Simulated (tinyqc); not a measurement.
Two branches across an indirect gap: complex band structure along [001] in sp3s* tight binding.

For k = (0, 0, kz) the phase sums are g0 = cos(phi) and g3 = i sin(phi), phi = kz a/4, and the s, pz, s* orbitals of anion (a) and cation (c) decouple from px, py. With z = exp(i phi), H(z) = H0 + z T + T^T/z for any complex z. H0 is diagonal (Esa, Epa, Exa, Esc, Epc, Exc). The anion-cation block is B(z) = z U + W/z and the cation-anion block z W^T + U^T/z, where U has Vss/2 (s,s), Vsapc/2 (s,z), -Vscpa/2 (z,s), Vxx/2 (z,z), Vxapc/2 (s*,z), -Vpaxc/2 (z,s*), and W has the same values with the s-z and s*-z signs reversed. |z| = 1 is a band state, |z| < 1 decays along [001] as exp(-kappa d) over a distance d, kappa = -(4/a) ln|z|. No spin-orbit coupling.

Values chosen for the exercise (out of a larger set: near a published set for Si, fitted to gaps, whose masses and valley positions are rough (light masses up to twice too heavy); not measured data): p = (-4.208, 1.702, -4.208, 1.702, 6.701, 6.701, -8.292, 1.718, 4.594, 5.716, 5.716, 5.352, 5.352) eV (order Esa, Epa, Esc, Epc, Exa, Exc, Vss, Vxx, Vxy, Vsapc, Vscpa, Vxapc, Vpaxc); a = 5.435 angstrom (lattice constant); Eg = 1.198 eV (top of the energy range, the indirect gap).

Ev = -0.01600 eV

The smallest kappa with Re kz = 0 and the smallest with Re kz > 0, at energies E from Ev; a dash: no such root.

Decay constants:
```
E/Eg  E (eV)  kappa at Gamma (1/angstrom)  kappa off Gamma (1/angstrom)  its Re kz (2 pi/a)
0.05  0.0599                       0.0531                        0.4491               0.723
0.20  0.2396                       0.1043                        0.4150               0.724
0.35  0.4193                       0.1354                        0.3768               0.725
0.50  0.5990                       0.1588                        0.3330               0.726
0.65  0.7787                       0.1774                        0.2807               0.728
0.80  0.9584                       0.1927                        0.2139               0.729
0.90  1.0782                       0.2015                        0.1519               0.730
0.97  1.1621                       0.2070                        0.0832               0.731
```

The branch from the valence band at Gamma decays more slowly below E/Eg of about 0.83, and the branch from the conduction valley above. The two differ in Re kz, so passing from one to the other needs kz from an abrupt interface, a steep field, a phonon or a defect. Valleys off the [001] axis, such as L, are not seen on these branches.

Computed by tinyqc, a small Python program: `OMP_NUM_THREADS=1 python tinyqc.py 1480516 1480517 out.jsonl` (the numbers bound the seed that draws the inputs); one thread of a shared host (Intel(R) Xeon(R) Processor @ 2.30GHz), about 0.01 s for the whole set of steps.
